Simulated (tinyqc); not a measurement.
Floating body of a partially depleted SOI transistor: body voltage and kink: two steps of the calculation.

Source at 0 V. Channel current Ic = 2 nf K Vt^2 [F(0) - F(Vd)](1 + la Vd), F(V) = ln^2(1 + exp((Vg - VT - nf V)/(2 nf Vt))), VT = VT0 - gb Vb. Saturation voltage Vs = 2 Vt sqrt(F(0)) + 3 Vt, excess Ve = (Vd - Vs + sqrt((Vd - Vs)^2 + 0.0004 V^2))/2, multiplication M1 = Ai Ve exp(-Bl/Ve). Each junction passes D(v) = J1 (exp(v/Vt) - 1) + J2 (exp(v/(2 Vt)) - 1). Bipolar current Ib = bb J1 (exp(Vb/Vt) - 1). The body settles where M1 (Ic + Ib) = D(Vb) + D(Vb - Vd) + Vb/Rb; drain current Id = (1 + M1)(Ic + Ib) - D(Vb - Vd).

Values chosen for this exercise; values of the order met in partially depleted silicon-on-insulator transistors: temperature T = 358 K; threshold at zero body voltage VT0 = 0.32 V; fall of the threshold per volt of body voltage gb = 0.23; slope factor nf = 1.42; gain factor per width K = 120 uA/(V^2 um); channel-length modulation factor la = 0.05 1/V; impact-ionisation prefactor Ai = 3.05 1/V; impact-ionisation voltage Bl = 5.5 V; diffusion saturation current of each junction J1 = 9.5e-12 uA/um; recombination saturation current of each junction J2 = 3.8e-7 uA/um; gain of the lateral bipolar transistor on the diffusion current bb = 1; resistance of a weak body tie to the source (1e9 stands for no tie, and the term is then dropped) Rb = 2e5 kohm um; gate voltage Vg = 0.54 V; drain voltage Vd = 1.6 V.

Constants: q = 1.602176634e-19 C, kB = 1.380649e-23 J/K, Vt = kB T/q. Results are converted to the units shown.

Problem 1. New Vb. Current into the body I_in = M1 (Ic + Ib) - D(Vb - Vd), current out I_out = D(Vb) + Vb/Rb; f = ln(I_in/I_out), s = df/dVb by central differences over 1e-5 V, Vb(new) = Vb - f/s.

Vb at the start = 0.8 V

Find: Ic; Ve; M1; I_in; I_out; f; s; Vb after iteration 1.

Solution 1.

Ic = 7.480 uA/um
Ve = 1.222 V
M1 = 0.04145
I_in = 0.3820 uA/um
I_out = 1.903 uA/um
f = -1.606
s = -24.67 1/V
Vb after iteration 1 = 0.7349 V

Problem 2. Drain current with floating and with grounded body. Id and VT at the converged Vb, Id at Vb = 0, their ratio, and the bipolar share Ib/(Ic + Ib).

converged Vb = 0.73992845 V

Give: VT; Id, floating; Id, grounded; ratio; bipolar share.

Solution 2.

VT = 0.1498 V
Id, floating = 7.544 uA/um
Id, grounded = 2.511 uA/um
ratio = 3.004
bipolar share = 3.427 %

The body rises to 0.740 V and lowers the threshold by 170 mV.

Range of the model: The multiplication law is an empirical form chosen for the exercise; self-heating and capacitive coupling to the body are left out, and the linear laws are rough once Vb passes about 0.7 V or M1 about 0.1.

Numbers from tinyqc (`OMP_NUM_THREADS=1 python tinyqc.py 2182146 2182147 out.jsonl`; about 0.2 s on one thread of a shared Intel Xeon 2.30GHz).
